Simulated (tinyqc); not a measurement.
# Two-mode optical phonons of a ternary alloy from two coupled oscillators, step by step

A worked calculation. Computed by tinyqc, a small Python program that keeps every step. Command: `OMP_NUM_THREADS=1 python tinyqc.py 3016212 3016213 out.jsonl twomode walk`. One thread of a shared host (Intel(R) Xeon(R) Processor @ 2.30GHz), about 0.01 s of CPU time with the checks. Intermediate numbers are printed to about 6 digits and carried at full precision; extremes and crossings named in words are read from the listed rows.

An alloy A(x)B(1-x)C has an A-C and a B-C bond oscillator. Each TO frequency moves linearly from the impurity mode (dilute end) to the TO of the pure crystal; each strength is proportional to the number of bonds.

Inputs (values chosen for the exercise, modelled on GaAs(1-x)P(x), with A-C the GaP-like and B-C the GaAs-like bond):
```
quantity                  value  unit
omega_TO of pure AC       366.5  1/cm
omega_LO of pure AC       402.6  1/cm
omega_TO of pure BC       266.8  1/cm
omega_LO of pure BC       292.8  1/cm
eps_inf of AC              8.85     -
eps_inf of BC              10.7     -
impurity mode of A in BC  351.2  1/cm
impurity mode of B in AC  271.3  1/cm
fraction x of A            0.88     -
damping gamma               4.7  1/cm
electron mass m*          0.075   m_0
```

Constants: e^2/(4 pi eps_0) = 14.39964548 eV angstrom; hbar^2/(2 m_0) = 3.80998212 eV angstrom^2; 1 THz = 33.35640952 1/cm; h x 1 THz = 4.135667696 meV.

## The two oscillators

omega_1 = (impurity mode of A) + x (omega_TO,AC - impurity mode of A); omega_2 = (impurity mode of B) + (1 - x)(omega_TO,BC - impurity mode of B); eps_inf = x eps_AC + (1 - x) eps_BC; strengths W_1 = x eps_AC (omega_LO,AC^2 - omega_TO,AC^2), W_2 = (1 - x) eps_BC (omega_LO,BC^2 - omega_TO,BC^2).

omega_1 (A-C, TO) = 364.664 1/cm

omega_2 (B-C, TO) = 270.76 1/cm

eps_inf = 9.072

W_1 = 216230 1/cm^2

W_2 = 18681.7 1/cm^2

## LO modes, coupled by the field

eps(omega) = eps_inf + W_1/(omega_1^2 - omega^2) + W_2/(omega_2^2 - omega^2) = 0 is the eigenproblem of the matrix [[omega_1^2 + W_1/eps_inf, sqrt(W_1 W_2)/eps_inf], [sqrt(W_1 W_2)/eps_inf, omega_2^2 + W_2/eps_inf]] for omega_LO^2. Uncoupled values keep the diagonal alone. eps_s = eps_inf + W_1/omega_1^2 + W_2/omega_2^2.

matrix (1/cm^2):
```
        1      2
1  156815   7006
2    7006  75370
```

lower LO mode = 273.445 1/cm

upper LO mode = 396.753 1/cm

uncoupled values (1/cm): 274.536  395.998

eps_s = 10.9529

The field pushes the upper mode up by 0.75 and the lower one down by 1.09 per cm; the lower LO stays between the two TO modes.

## Share of the polar coupling

The polar coupling of mode j is c_j = (u_j . sqrt(W))^2/(eps_inf^2 omega_j^2), u_j its eigenvector and omega_j here its LO frequency; the c_j add up to 1/eps_inf - 1/eps_s. Froehlich constant alpha_j = (e^2/(4 pi eps_0)) c_j k_j/(2 E_j), E_j = h c omega_j, k_j = sqrt(m* E_j/(hbar^2/(2 m_0))).

c_j, lower and upper mode: 0.00151705  0.0174119

share of the upper mode = 0.919856

alpha_j, lower and upper mode: 0.00832284  0.0793038

The upper mode holds 92 % of the coupling, against 86 % of the ionic part of eps_s for the upper oscillator: the field moves strength to the higher mode.

## Reflectivity

With damping, each denominator is omega_j^2 - omega^2 - i gamma omega; R = |(sqrt(eps) - 1)/(sqrt(eps) + 1)|^2.

Spectrum:
```
omega (1/cm)    Re eps    Im eps          R
255            14.4614  0.375531   0.340665
271            11.2203   14.5936   0.432022
272            6.71169   11.5215   0.387218
273            5.49951   7.73965   0.314227
279            9.18621   1.19468   0.256399
343            22.6012   1.48220   0.426273
365           -8.89245   123.531   0.783407
381           -8.56352   2.56080   0.839749
397           0.121168  0.666235   0.140635
405            1.92722  0.429772  0.0313927
436            5.13116  0.138457   0.150246
```

## Modes across the composition range

The formulas are those given above.

Frequencies (1/cm):
```
x     TO, A-C  TO, B-C  lower LO  upper LO  coupling share of the upper LO    eps_s
0.02  351.506  266.890   292.178   352.403                        0.040841  12.8447
0.10  352.730  267.250   289.860   357.049                        0.182046  12.6742
0.20  354.260  267.700   287.260   362.573                        0.324036  12.4595
0.35  356.555  268.375   283.778   370.470                        0.494134  12.1339
0.50  358.850  269.050   280.628   378.075                        0.633689  11.8044
0.65  361.145  269.725   277.692   385.510                        0.754896  11.4710
0.80  363.440  270.400   274.897   392.853                        0.864554  11.1340
0.90  364.970  270.850   273.085   397.727                        0.933419  10.9074
0.98  366.194  271.210   271.655   401.625                        0.986828  10.7250
```

The upper LO moves from 352.4 to 401.6 and the lower from 292.2 to 271.7 per cm. At each dilute end one LO-TO pair closes onto an impurity mode. The upper LO shifts by +0.50 per cm for each per cent of x near the middle, which is how Raman spectra measure composition. Its share of the polar coupling passes one half between x = 0.35 and 0.5.

Checks made by the program: generalised Lyddane-Sachs-Teller relation (relative difference below 1e-10); sum of the couplings (relative difference below 1e-10).
